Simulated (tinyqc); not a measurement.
# Gate-all-around wire with two subbands, quantum capacitance: what changes with what

phi is the Fermi level above the lowest subband edge, in volts; Vg is counted from the gate voltage at which an empty wire would have phi = 0. Both directions of motion are filled (equilibrium).

Values chosen for this exercise: temperature T = 150 K; relative permittivity of the gate insulator (close to hafnium oxide) eox = 22.6; insulator thickness tox = 3.9 nm; mass along the wire md = 0.24 m0; valley degeneracy gv = 1; second subband above the first E2 = 0.08 eV; orbital degeneracy of the second subband g2 = 2; radius of the wire rw = 3.7 nm; gate voltage Vg = 0.31 V.

Constants: q = 1.602176634e-19 C, kB = 1.380649e-23 J/K, hbar = 1.054571817e-34 J s, m0 = 9.1093837015e-31 kg, Vt = kB T/q, eps0 = 8.8541878128e-14 F/cm where lengths are in cm. Results are converted to the units shown.

Each table varies one quantity; the others keep the values above.

## Effect of the gate voltage

N1 = gv sqrt(2 md m0 kB T/(pi hbar^2)); n1 = N1 F(phi/Vt), n2 = g2 N1 F((phi - E2)/Vt), n = n1 + n2, F(e) = (1/sqrt(pi)) int_0^infinity u^(-1/2) du/(1 + exp(u - e)); Cq = q dn/dphi = (q N1/Vt) [F'(phi/Vt) + g2 F'((phi - E2)/Vt)]. Cox = 2 pi eps0 eox/ln(1 + tox/rw) per length; Vg = phi + q n/Cox. 1/C_G = 1/Cox + 1/(Cq); dphi/dVg = Cox/(Cox + Cq).

The same in every row: Cox (pF/cm) = 17.467.

Effect of the gate voltage:
```
Vg (V)    phi (V)  n (cm^-1)  Cq (pF/cm)  C_G (pF/cm)  dphi/dVg  share of the second band (%)
-0.2     -0.20000    0.30823   3.8205e-6    3.8205e-6    1.0000                       0.40867
-0.09   -0.090014     1527.4    0.018920     0.018899   0.99892                       0.40894
0.02    0.0074702   1.3660e6      8.7591       5.8337   0.66602                       0.85974
0.13     0.075799   5.9090e6      18.343       8.9472   0.48776                        26.596
0.24      0.12692   1.2328e7      16.623       8.5172   0.51238                        54.034
0.36      0.19597   1.7883e7      10.562       6.5819   0.62318                        60.520
0.47      0.26757   2.2069e7      8.4293       5.6855   0.67450                        62.586
0.58      0.34374   2.5757e7      7.1870       5.0919   0.70848                        63.652
0.69      0.42311   2.9097e7      6.3482       4.6560   0.73344                        64.294
0.8       0.50489   3.2173e7      5.7347       4.3173   0.75283                        64.721
```

Read the table: what changes, and by how much?

As Vg goes from -0.2 to 0.8, Cq goes from 3.82e-6 through a maximum of 18.3 (at Vg = 0.13 among the rows listed) to 5.73 pF/cm, C_G/Cox goes from 2.19e-7 through a maximum of 0.512 (at Vg = 0.13 among the rows listed) to 0.247 and n rises from 0.308 to 3.22e7 cm^-1. Cq is below Cox for Vg = -0.2, -0.09, 0.02, 0.24, 0.36, 0.47, 0.58, 0.69, 0.8; there the density of states limits the response dn/dVg more than the insulator does. The peak of Cq mirrors the inverse-square-root peak of the density of states at a subband edge.

## Effect of the mass along the wire

Same model as above.

The same in every row: Cox (pF/cm) = 17.47.

Results:
```
md (m0)  phi (V)  n (cm^-1)  Cq (pF/cm)  C_G (pF/cm)  dphi/dVg  share of the second band (%)
0.02      0.2536    6.154e6       2.523        2.205    0.8738                         62.30
0.034     0.2392    7.723e6       3.425        2.864    0.8361                         61.96
0.057     0.2226    9.529e6       4.669        3.684    0.7891                         61.50
0.097     0.2030    1.166e7       6.529        4.752    0.7279                         60.82
0.28      0.1591    1.645e7       13.76        7.697    0.5593                         58.27
0.47      0.1379    1.876e7       20.93        9.522    0.4549                         55.91
0.8       0.1186    2.086e7       33.15        11.44    0.3451                         52.10
```

Estimate the missing row, md = 0.16 m0.

Computed row:
```
md (m0)  phi (V)  n (cm^-1)  Cq (pF/cm)  C_G (pF/cm)  dphi/dVg  share of the second band (%)
0.16      0.1828    1.387e7       9.138        6.000    0.6565                         59.87
```

With this row back in the table: As md goes from 0.02 to 0.8, Cq rises from 2.52 to 33.2 pF/cm, C_G/Cox rises from 0.126 to 0.655 and n rises from 6.15e6 to 2.09e7 cm^-1. Cq is below Cox for md = 0.02, 0.034, 0.057, 0.097, 0.16, 0.28; there the density of states limits the response dn/dVg more than the insulator does.

tinyqc, about 0.01 s, one thread, Intel Xeon 2.30GHz (shared host): `OMP_NUM_THREADS=1 python tinyqc.py 2200049 2200050 out.jsonl`
